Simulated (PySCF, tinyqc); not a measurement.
Inside a calculation. Method: RKS/B3LYP (VWN-RPA form) in the sto-6g basis, for H3-, spin multiplicity 1. The basis has no diffuse functions, so it cannot describe the extra electron: this is an exercise in the method, not the real anion. The lowest restricted solution is unstable here: a spin-polarised one lies 0.0866 hartree lower (PySCF). Computed by tinyqc, a small Python program that keeps every step (integrals from PySCF). Settings: charge = -1, multiplicity = 1, basis = sto-6g, energy threshold = 1e-08, iteration cap = 65, orthogonalisation = canonical, start = highest core orbitals, DIIS depth = 3, method = RKS, functional = b3lyp, grid = [15, 14]. Command: `OMP_NUM_THREADS=1 python tinyqc.py 22764 22765 out.jsonl` (the two numbers bound the seeds that draw the settings). One thread of a shared host (Intel(R) Xeon(R) Processor @ 2.60GHz), about 2 s of CPU time with the checks. Later iterations appear only in the table of the cycle.

## One-electron integrals

Geometry (angstrom):
```
atom       x       y       z
H     0.0000  0.0000  0.0000
H     0.0000  0.0000  1.1070
H     0.0000  0.9770  0.5210
```

Basis sto-6g: exponents (1/bohr^2) and contraction coefficients of normalised primitives:
```
element  l (shell)  exponent  coefficient
H            s (1)   35.5232       0.0092
H            s (1)    6.5131       0.0494
H            s (1)    1.8221       0.1685
H            s (1)    0.6260       0.3706
H            s (1)    0.2431       0.4165
H            s (1)    0.1001       0.1303
```

Overlap, kinetic and nuclear-attraction integrals over the contracted functions; the nuclear repulsion is the sum of Za Zb / Rab.

nuclear repulsion = 1.420445 hartree

overlap S, lower triangle:
```
        1H 1s   2H 1s   3H 1s
1H 1s  1.0000
2H 1s  0.4361  1.0000
3H 1s  0.4360  0.4188  1.0000
```

kinetic energy T (hartree), lower triangle:
```
        1H 1s   2H 1s   3H 1s
1H 1s  0.7685
2H 1s  0.0776  0.7685
3H 1s  0.0775  0.0689  0.7685
```

nuclear attraction V (hartree), lower triangle:
```
         1H 1s    2H 1s    3H 1s
1H 1s  -2.1763
2H 1s  -0.8843  -2.1643
3H 1s  -0.8840  -0.8442  -2.1642
```

core Hamiltonian H = T + V (hartree), lower triangle:
```
         1H 1s    2H 1s    3H 1s
1H 1s  -1.4078
2H 1s  -0.8066  -1.3958
3H 1s  -0.8064  -0.7753  -1.3957
```

## Two-electron integrals

Functions are numbered as in S; the eight-fold symmetry (ij|kl) = (ji|kl) = (kl|ij) leaves the list below.

Two-electron integrals (ij|kl) in chemists' order, unique and non-zero (hartree):
```
(11|11) 0.7750   (21|11) 0.2630   (21|21) 0.1185   (22|11) 0.4446
(22|21) 0.2630   (22|22) 0.7750   (31|11) 0.2629   (31|21) 0.1047
(31|22) 0.2024   (31|31) 0.1185   (32|11) 0.1973   (32|21) 0.1008
(32|22) 0.2500   (32|31) 0.1008   (32|32) 0.1084   (33|11) 0.4445
(33|21) 0.2024   (33|22) 0.4351   (33|31) 0.2629   (33|32) 0.2500
(33|33) 0.7750
```

## Orthogonalisation

S = U s U^T; canonical form X = U s^(-1/2), so that X^T S X = 1. Each column of U has its largest component positive (the first on a tie).

eigenvalues of S: 0.5581  0.5812  1.8607

X:
```
             1        2       3
1H 1s   1.0881  -0.0034  0.4270
2H 1s  -0.5543  -0.9258  0.4214
3H 1s  -0.5483   0.9293  0.4214
```

## Starting guess

The start is the highest orbitals of the core Hamiltonian (a deliberately bad start); D = 2 C_occ C_occ^T.

D at the start, lower triangle:
```
         1H 1s    2H 1s   3H 1s
1H 1s   2.3501
2H 1s  -1.2041   2.3373
3H 1s  -1.2034  -1.1040  2.3371
```

## Iteration 1: exchange-correlation on the grid

Becke grid with 15 radial and 14 angular points per atom, points of zero weight dropped. rho = sum D_ij phi_i phi_j; V_xc,ij = sum w v_xc phi_i phi_j plus the gradient terms; v_xc is d(rho eps)/d rho at fixed gradient. Exact exchange is left to K.

The 8 grid points with the largest w rho, of 620 (bohr, atomic units):
```
x              y        z       w     rho  |grad rho|^2   eps_xc     v_xc
-0.6749  -0.6749   2.7669  0.5414  0.0635        0.0259  -0.3047  -0.3457
0.6749   -0.6749   2.7669  0.5414  0.0635        0.0259  -0.3047  -0.3457
0.6749   -0.6749  -0.6749  0.5414  0.0629        0.0255  -0.3039  -0.3446
-0.6749  -0.6749  -0.6749  0.5414  0.0629        0.0255  -0.3039  -0.3446
-0.6749   2.5212   1.6595  0.5412  0.0603        0.0244  -0.3013  -0.3405
0.6749    2.5212   1.6595  0.5412  0.0603        0.0244  -0.3013  -0.3405
0.6749    2.5212   0.3096  0.5412  0.0602        0.0243  -0.3012  -0.3403
-0.6749   2.5212   0.3096  0.5412  0.0602        0.0243  -0.3012  -0.3403
```

electrons on the grid, sum of w rho = 4.0075

E_xc = sum of w rho eps_xc = -1.403179 hartree

V_xc (hartree), lower triangle:
```
         1H 1s    2H 1s    3H 1s
1H 1s  -0.4187
2H 1s  -0.1664  -0.4194
3H 1s  -0.1671  -0.1602  -0.4203
```

## Iteration 1: building the Kohn-Sham matrix

J_ij = sum D_kl (ij|kl), K_ij = sum D_kl (ik|jl); F = H + J - 0.1 K + V_xc; E = tr D H + tr D J / 2 - 0.05 tr D K + E_xc + E_nn.

Coulomb J (hartree), lower triangle:
```
        1H 1s   2H 1s   3H 1s
1H 1s  2.1979
2H 1s  0.9457  2.2007
3H 1s  0.9454  0.9076  2.2007
```

exchange K (hartree), lower triangle:
```
        1H 1s   2H 1s   3H 1s
1H 1s  0.8782
2H 1s  0.0919  0.9154
3H 1s  0.0919  0.0847  0.9157
```

Kohn-Sham matrix F (hartree), lower triangle:
```
         1H 1s    2H 1s   3H 1s
1H 1s   0.2836
2H 1s  -0.0366   0.2939
3H 1s  -0.0373  -0.0364  0.2931
```

total energy of this density = -0.058066 hartree

## Iteration 1: diagonalisation and new density

Diagonalise F' = X^T F X, C = X C', fill 2 alpha and 2 beta electrons from the bottom; D = 2 C_occ C_occ^T. Each column has its largest component positive (the first on a tie).

F' = X^T F X (hartree), lower triangle:
```
         1        2       3
1   0.5806
2  -0.0003   0.5677
3  -0.0042  -0.0006  0.1164
```

orbital energies (hartree): MO1 0.1164, MO2 0.5677, MO3 0.5807

coefficients C:
```
          MO1      MO2      MO3
1H 1s  0.4367  -0.0241   1.0839
2H 1s  0.4152   0.9404  -0.5339
3H 1s  0.4176  -0.9142  -0.5758
```

D after iteration 1, lower triangle:
```
        1H 1s    2H 1s   3H 1s
1H 1s  0.3826
2H 1s  0.3174   2.1136
3H 1s  0.4088  -1.3726  2.0202
```

## Iteration 2: exchange-correlation on the grid

As before.

The 8 grid points with the largest w rho, of 620 (bohr, atomic units):
```
x              y       z       w     rho  |grad rho|^2   eps_xc     v_xc
-0.6749  -0.6749  2.7669  0.5414  0.0661        0.0272  -0.3073  -0.3498
0.6749   -0.6749  2.7669  0.5414  0.0661        0.0272  -0.3073  -0.3498
-0.6749   2.5212  0.3096  0.5412  0.0653        0.0259  -0.3058  -0.3485
0.6749    2.5212  0.3096  0.5412  0.0653        0.0259  -0.3058  -0.3485
0.6749   -0.6749  1.4170  0.4702  0.0741        0.0272  -0.3126  -0.3622
-0.6749  -0.6749  1.4170  0.4702  0.0741        0.0272  -0.3126  -0.3622
0.0000   -1.1690  2.0919  0.4797  0.0694        0.0287  -0.3106  -0.3549
0.4619   -0.4619  1.6300  0.1898  0.1713        0.1579  -0.3967  -0.4708
```

electrons on the grid, sum of w rho = 3.9935

E_xc = sum of w rho eps_xc = -1.323940 hartree

V_xc (hartree), lower triangle:
```
         1H 1s    2H 1s    3H 1s
1H 1s  -0.3423
2H 1s  -0.1569  -0.4285
3H 1s  -0.1573  -0.1576  -0.4258
```

## Iteration 2: building the Kohn-Sham matrix

As before.

Coulomb J (hartree), lower triangle:
```
        1H 1s   2H 1s   3H 1s
1H 1s  1.9746
2H 1s  0.9494  2.3331
3H 1s  0.9460  0.9577  2.3124
```

exchange K (hartree), lower triangle:
```
        1H 1s   2H 1s   3H 1s
1H 1s  0.8809
2H 1s  0.7460  1.4654
3H 1s  0.7545  0.5477  1.4327
```

Kohn-Sham matrix F (hartree), lower triangle:
```
         1H 1s    2H 1s   3H 1s
1H 1s   0.1363
2H 1s  -0.0887   0.3623
3H 1s  -0.0932  -0.0300  0.3476
```

total energy of this density = -0.998013 hartree

## Iteration 2: DIIS over 2 matrices

error matrix X^T (FDS - SDF) X:
```
         1        2        3
1   0.0000   0.0025  -0.2469
2  -0.0025   0.0000   0.0064
3   0.2469  -0.0064   0.0000
```

B (overlaps of the stored error matrices):
```
               1              2
1  3.5100097e-06  2.4057691e-04
2  2.4057691e-04  1.2200790e-01
```

Minimise |sum c_i e_i|^2 with sum c_i = 1: solve [B -1; -1 0][c; lambda] = [0; -1] with B_ij = tr e_i^T e_j, and take F = sum c_i F_i.

DIIS coefficients: 1.0020  -0.0020

extrapolated F (hartree), lower triangle:
```
         1H 1s    2H 1s   3H 1s
1H 1s   0.2839
2H 1s  -0.0365   0.2938
3H 1s  -0.0372  -0.0364  0.2930
```

## Iteration 2: diagonalisation and new density

As before.

F' = X^T F X (hartree), lower triangle:
```
         1        2       3
1   0.5807
2  -0.0003   0.5675
3  -0.0039  -0.0006  0.1165
```

orbital energies (hartree): MO1 0.1165, MO2 0.5675, MO3 0.5807

coefficients C:
```
          MO1      MO2      MO3
1H 1s  0.4362  -0.0243   1.0842
2H 1s  0.4155   0.9405  -0.5335
3H 1s  0.4179  -0.9141  -0.5758
```

D after iteration 2, lower triangle:
```
        1H 1s    2H 1s   3H 1s
1H 1s  0.3817
2H 1s  0.3167   2.1144
3H 1s  0.4090  -1.3721  2.0202
```

## Convergence

Stop when the energy changes by less than 1e-08 hartree and every element of the error matrix X^T (F D S - S D F) X is below 3e-05.

Course of the cycle:
```
iteration  E (hartree)     change  largest element of the error matrix
1            -0.058066          -                             1.24e-03
2            -0.998013  -9.40e-01                             2.47e-01
3            -0.997755   2.58e-04                             2.48e-01
4            -1.003120  -5.37e-03                             2.24e-01
5            -0.984175   1.89e-02                             1.26e-01
6            -0.915466   6.87e-02                             2.84e-01
7            -0.849139   6.63e-02                             3.45e-01
8            -0.980724  -1.32e-01                             4.79e-02
9            -0.819556   1.61e-01                             3.71e-01
10           -0.806619   1.29e-02                             3.89e-01
11           -0.809927  -3.31e-03                             4.12e-01
12           -0.852310  -4.24e-02                             3.58e-01
13           -0.868836  -1.65e-02                             4.49e-01
14           -0.960333  -9.15e-02                             1.16e-01
...                ...        ...                                  ...
52           -0.590705   3.01e-01                             4.94e-01
53           -0.898146  -3.07e-01                             2.90e-01
54           -0.846916   5.12e-02                             3.41e-01
55           -0.802785   4.41e-02                             3.92e-01
56           -0.924188  -1.21e-01                             2.19e-01
57           -1.007219  -8.30e-02                             1.78e-01
58           -0.866947   1.40e-01                             3.32e-01
59           -0.870628  -3.68e-03                             3.31e-01
60           -0.932096  -6.15e-02                             1.78e-01
61           -0.838585   9.35e-02                             4.96e-01
62           -0.936469  -9.79e-02                             3.72e-01
63           -0.978700  -4.22e-02                             5.01e-02
64           -0.787794   1.91e-01                             4.07e-01
65           -0.733510   5.43e-02                             4.33e-01
```

PySCF RKS in the same basis, fine grid = -0.515468 hartree

Not converged within the cap of 65 iterations: the residual wanders without falling. Reruns (cap 100 unless said): DIIS 8: not converged; damping 0.5: not converged; level shift 0.5: converged in 17; atomic densities as start, DIIS 8: converged in 21; the original settings with a cap of 400: not converged.
